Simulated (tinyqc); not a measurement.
Velocity against current: domain walls in a thin film with perpendicular anisotropy: Bloch, Neel and chiral walls, motion and stripe domains. Computed by tinyqc, a small Python program. Command: `OMP_NUM_THREADS=1 python tinyqc.py 3031281 3031282 out.jsonl mwall walk`. One thread of a shared host (Intel(R) Xeon(R) Processor @ 2.30GHz), about 0.01 s of CPU time with the checks.

One-dimensional wall: polar angle theta(x), azimuth phi of the moment in the wall (phi = 0 Neel, 90 degrees Bloch). mu_0 = 1.25663706212e-6 T m/A, gamma = 1.76085963023e11 rad/(s T).

Inputs (values chosen for the exercise, for a model film):

| quantity | value | unit |
|---|---|---|
| saturation magnetisation M_s | 1370 | kA/m |
| exchange stiffness A | 16 | pJ/m |
| uniaxial anisotropy K_u | 1270 | kJ/m^3 |
| DMI constant D | 0.15 | mJ/m^2 |
| thickness t | 2.4 | nm |
| damping alpha | 0.055 | - |
| current density J | 0.35 | 1e12 A/m^2 |
| spin Hall angle theta_SH | 0.13 | - |

Drive: spin-orbit torque.

Constants: hbar = 1.054571817e-34 J s; e = 1.602176634e-19 C.

Method:
- K_eff = K_u - mu_0 M_s^2/2; Delta = sqrt(A/K_eff); sigma_0 = 4 sqrt(A K_eff); profile theta = 2 arctan exp(x/Delta); quality factor Q = 2 K_u/(mu_0 M_s^2).
- sigma(phi) = sigma_0 + 2 Delta K_D cos^2(phi) - pi D cos(phi), with the wall shape anisotropy K_D = N_x mu_0 M_s^2/2, N_x = t ln 2/(pi Delta). The minimum has cos(phi) = D/D_N for D < D_N = 4 Delta K_D/pi and phi = 0 beyond; sigma turns negative at D_c = (sigma_0 + 2 Delta K_D)/pi.
- Spin-orbit drive: B_SL = hbar theta_SH J/(2 e M_s t) acts as the field (pi/2) B_SL cos(phi). Steady state: v = (gamma Delta/alpha)(pi/2) B_SL cos(phi) = gamma Delta [B_D sin(phi) - (B_K/2) sin(2 phi)], B_K = 2 K_D/M_s, B_D = pi D/(2 M_s Delta); the root with phi between its rest value and 90 degrees; v saturates at v_D = gamma Delta B_D.

K_D = 47.0189 kJ/m^3

width parameter Delta = 13.2811 nm

azimuth phi = 79.1256 degrees

saturation velocity v_D = 30.2841 m/s

Steady motion:

| J (1e12 A/m^2) | B_SL (mT) | phi (degrees) | v (m/s) | v at fixed rest phi (m/s) |
|---|---|---|---|---|
| 0.02 | 0.260 | 80.213 | 2.955 | 3.28 |
| 0.05 | 0.651 | 81.482 | 6.436 | 8.20 |
| 0.10 | 1.301 | 82.988 | 10.609 | 16.40 |
| 0.20 | 2.602 | 84.814 | 15.711 | 32.79 |
| 0.50 | 6.506 | 87.086 | 22.094 | 81.98 |
| 1.00 | 13.012 | 88.315 | 25.553 | 163.96 |
| 2.00 | 26.024 | 89.086 | 27.721 | 327.92 |
| 5.00 | 65.060 | 89.615 | 29.205 | 819.80 |

What does the comparison show, and why?

The linear law holds to 5 % in 0 of the eight rows; in the last row v is 96.4 % of v_D = pi gamma D/(2 M_s), which depends on neither alpha nor theta_SH. Caution: pinning, heating and tilting of the wall are left out.

Extremes, crossings and ranges named in words are read from the listed rows.
